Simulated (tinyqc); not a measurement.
From lower edge back to dose Q: implant damage, amorphisation by cascade overlap, and solid-phase epitaxial regrowth. Computed by tinyqc, a small Python program. Command: `OMP_NUM_THREADS=1 python tinyqc.py 3111630 3111631 out.jsonl sper inv`. One thread of a shared host (Intel(R) Xeon(R) Processor @ 2.30GHz), about 0.01 s of CPU time with the checks.

Range and width of the damage are inputs. Dynamic annealing enters only through the surviving share f.

Inputs (values chosen for the exercise, modelled on antimony ions in silicon): atomic density N = 49.9 1/nm^3; ion Z1 = 51; ion mass M1 = 121.8 u; target Z2 = 14; target mass M2 = 28.09 u; ion energy E = 53 keV; displacement energy E_d = 13 eV; depth of the damage peak R_d = 30 nm; width of the damage profile s_d = 19 nm; share of defects that survive f = 0.53; critical displaced share x_c = 0.1.

Constants: a_0 = 0.529177210903 angstrom; e^2/(4 pi eps_0) = 14.39964548 eV angstrom.

Method. Robinson partition: eps = E a M2/(Z1 Z2 (e^2/(4 pi eps_0)) (M1 + M2)), a = 0.8853 a_0/sqrt(Z1^(2/3) + Z2^(2/3)); k = 0.0793 Z1^(2/3) Z2^(1/2) (M1 + M2)^(3/2)/((Z1^(2/3) + Z2^(2/3))^(3/4) M1^(3/2) M2^(1/2)); damage energy T_d = E/(1 + k (eps + 0.40244 eps^(3/4) + 3.4008 eps^(1/6))); displacements nu = 0.8 T_d/(2 E_d). Displaced share x(z) = f nu Q exp(-(z - R_d)^2/(2 s_d^2))/(sqrt(2 pi) s_d N); the layer is amorphous where x > x_c, between R_d -/+ s_d sqrt(2 ln(x_max/x_c)), the upper edge being cut at the surface. Threshold dose Q_c = Q x_c/x_max.

Task: A run gave the result below. Find the dose Q, known to lie between 1.8e+15 and 3.9e+15 1/cm^2.

lower edge = 85.53615 nm

Result:

Each step takes the trial c = (a f_b - b f_a)/(f_b - f_a), f being the result less the target and a, b, c the logarithms of the listed values; c replaces end b, the old b replaces a if the sign of f changed, and otherwise f_a is halved.

Scan of the range:
```
dose Q (1/cm^2)  lower edge (nm)
1.80e+15                 83.2853
2.05e+15                 84.1593
2.33e+15                 85.0060
2.65e+15                 85.8442
3.01e+15                 86.6617
3.43e+15                 87.4879
3.90e+15                 88.2887
```

False position (Illinois rule, in the logarithm of the input) inside the bracket:
```
step        end a        end b        trial  lower edge (nm)
1     2.33000e+15  2.65000e+15  2.52757e+15          85.5376
2     2.33000e+15  2.52757e+15  2.52644e+15          85.5347
3     2.52757e+15  2.52644e+15  2.52700e+15          85.5362
```

Lower edge rises at every point of a 13-point scan of the range (every second point is shown), so one value fits; it is bracketed by 2.33e15 and 2.65e15. Answer: dose Q = 2.527e15 1/cm^2.
